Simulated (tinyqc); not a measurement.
# Input admittance of a MOSFET at zero drain bias: distributed channel and distributed gate: what changes with what

Source and drain grounded, strong inversion, w = 2 pi f, Cox = eps0 eox/tox. The channel is an RC line of resistance 1/(mu Cox Vo) per square fed from both ends, so one finger has the intrinsic admittance y = i w Cox L tanh(g)/g per width, g = (1/2) sqrt(i w tau), tau = L^2/(mu Vo). The vertical resistance rv/L is in series with y, the overlaps 2 i w Cov in parallel: y_t = 1/(1/y + rv/L) + 2 i w Cov. The gate strip is a line of Rsh/L per length loaded by y_t, so a finger has Y = y_t Wf tanh(k)/k, k = (Wf/sd) sqrt(y_t Rsh/L); the device has Nf Y.

Inputs (values chosen for the exercise); values of the order met in silicon radio-frequency transistors: relative permittivity of the gate insulator (close to aluminium oxide) eox = 9.07; insulator thickness tox = 4.9 nm; channel length L = 0.5 um; finger width Wf = 11 um; number of fingers Nf = 32; channel mobility mu = 320 cm^2/(V s); gate overdrive Vo = 0.22 V; sheet resistance of the gate Rsh = 6.4 ohm/square; vertical resistivity of the gate stack rv = 0 ohm um^2; number of ends at which a finger is contacted sd = 2; overlap and fringe capacitance on each side Cov = 0.38 fF/um; frequency f = 20 GHz.

Constants: eps0 = 8.8541878128e-14 F/cm where lengths are in cm. Results are converted to the units shown.

Each table varies one quantity; the others keep the values above.

## Input impedance against frequency

Low-frequency limits, with c = Cox L and ct = c + 2 Cov: R_strip = Rsh Wf/(3 sd^2 L Nf), R_ch = (c/ct)^2 L/(12 mu Cox Vo Wf Nf), R_vert = (c/ct)^2 rv/(L Wf Nf), C = ct Wf Nf. Z = 1/(Nf Y) = R + 1/(i w C), Q = |Im Z|/R, far-point signal |1/cosh k|.

The same in every row: low-frequency R (ohm) = 1.2258.

Result of one run:
```
f (GHz),w tau,|k|,R (ohm),C (fF),Q,signal at the far point
100,22.312,1.0209,1.0074,1886.5,0.83745,0.72017
```

What becomes of these results when the frequency f is changed from 100 to 1 GHz, all else the same?

Result of the changed run:
```
f (GHz),w tau,|k|,R (ohm),C (fF),Q,signal at the far point
1,0.22312,0.14758,1.2258,3151.7,41.196,0.99978
```

The whole series:
```
f (GHz),w tau,|k|,R (ohm),C (fF),Q,signal at the far point
0.2,0.044625,0.066008,1.2258,3152.0,205.95,0.99999
0.5,0.11156,0.10436,1.2258,3152.0,82.384,0.99994
1,0.22312,0.14758,1.2258,3151.7,41.196,0.99978
3,0.66937,0.25538,1.2255,3149.2,13.747,0.99799
8,1.7850,0.41440,1.2233,3132.0,5.1924,0.98628
20,4.4625,0.63267,1.2111,3033.6,2.1661,0.93113
50,11.156,0.87050,1.1496,2588.1,1.0698,0.80384
100,22.312,1.0209,1.0074,1886.5,0.83745,0.72017
300,66.937,1.3736,0.65814,1020.9,0.78962,0.58204
```

R falls from 1.23 to 0.658 ohm and C falls from 3150 to 1020 fF. Q goes as f^(-1.00) between the first two rows and f^(-0.05) between the last two, where w tau = 66.9 and |k| = 1.37. The low-frequency limits hold both R and C within 5 % up to f = 20 GHz among the rows.

## Dividing a fixed width into fingers

Total width Wf Nf = 350 um; each finger also has a contact resistance Rc at each contacted end, which adds Rc/(sd Nf). The resistances are low-frequency limits, good while |k| is below about 1; the far-point signal is |1/cosh k| at f, without Rc.

The same in every row: R_ch + R_vert (ohm) = 0.8641.

Dividing a fixed width into fingers:
```
Nf,Wf (um),R_strip (ohm),Rc/(sd Nf) for Rc = 30 ohm (ohm),sum (ohm),signal at the far point
1,350.0,373.3,15.00,389.2,1.697e-7
2,175.0,93.33,7.500,101.7,5.826e-4
4,87.50,23.33,3.750,27.95,0.03413
8,43.75,5.833,1.875,8.572,0.2657
16,21.88,1.458,0.9375,3.260,0.7086
32,10.94,0.3646,0.4688,1.697,0.9320
64,5.469,0.09115,0.2344,1.190,0.9842
128,2.734,0.02279,0.1172,1.004,0.9962
```

What does the comparison show, and why?

R_strip falls as 1/Nf^2, from 373 to 0.0228 ohm, the contact term as 1/Nf, and R_ch + R_vert stays at 0.864 ohm since the total width is fixed. The sum is within a factor 1.5 of that floor from Nf = 64 on. More fingers add wiring capacitance, which is left out.

tinyqc, about 0.01 s, one thread, Intel Xeon 2.30GHz (shared host): `OMP_NUM_THREADS=1 python tinyqc.py 2262124 2262125 out.jsonl`
